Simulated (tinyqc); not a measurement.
Isochronal anneals: hydrogen passivation and dissociation of interface defects with a spread of activation energies. Computed by tinyqc, a small Python program. Command: `OMP_NUM_THREADS=1 python tinyqc.py 3010271 3010272 out.jsonl passivation walk`. One thread of a shared host (Intel(R) Xeon(R) Processor @ 2.30GHz), about 0.01 s of CPU time with the checks.

Active defects P react as P + H2 -> HP + H and HP -> P + H; released atomic hydrogen is removed. All defects start active. Activation energies are normally distributed, independently for the two reactions.

Inputs (values chosen for the exercise, for a model interface):

| quantity | value | unit |
|---|---|---|
| mean passivation energy E_f | 1.62 | eV |
| spread s_f | 0.087 | eV |
| prefactor k_f0 | 2.2e-08 | cm^3/s |
| mean dissociation energy E_d | 2.93 | eV |
| spread s_d | 0.067 | eV |
| prefactor k_d0 | 4.7e+12 | 1/s |
| dissolved hydrogen [H2] | 2.7e+17 | cm^-3 |
| anneal time t | 450 | s |

Ambient: hydrogen.

Constants: k_B = 8.617333262e-05 eV/K.

Method. a = k_f0 [H2] exp(-E_f/k_B T), b = k_d0 exp(-E_d/k_B T); the active share of one kind of site is b/(a + b) + (a/(a + b)) exp(-(a + b) t). Full average: z from -5 to 5 in steps of 0.125 with normalised weights exp(-z^2/2), energy = mean + spread x z, over both energies.

Same time, other temperatures:

| T (K) | a (1/s) | b (1/s) | active share, single energy | active share, spread |
|---|---|---|---|---|
| 450 | 4.2715e-09 | 7.2035e-21 | 1.0000e+00 | 9.9998e-01 |
| 525 | 1.6691e-06 | 3.5102e-16 | 9.9925e-01 | 9.9551e-01 |
| 600 | 1.4668e-04 | 1.1513e-12 | 9.3612e-01 | 8.4855e-01 |
| 675 | 4.7678e-03 | 6.2478e-10 | 1.1701e-01 | 2.5061e-01 |
| 750 | 7.7244e-02 | 9.6242e-08 | 1.2459e-06 | 7.4458e-03 |
| 825 | 7.5421e-01 | 5.9327e-06 | 7.8659e-06 | 3.7846e-05 |
| 900 | 5.0372e+00 | 1.8400e-04 | 3.6527e-05 | 9.9450e-05 |
| 975 | 2.5119e+01 | 3.3645e-03 | 1.3392e-04 | 3.1410e-04 |
| 1050 | 9.9570e+01 | 4.0618e-02 | 4.0777e-04 | 8.4880e-04 |
| 1125 | 3.2848e+02 | 3.5178e-01 | 1.0698e-03 | 2.0195e-03 |

What does the comparison show, and why?

The active share is lowest, 3.78e-5, at 825 K of those listed: below, passivation is too slow for this time, and above, dissociation competes. A single energy would promise 1.25e-6 (at 750 K), so among these rows the spread raises the floor by a factor 30.

Extremes, crossings and ranges named in words are read from the listed rows.
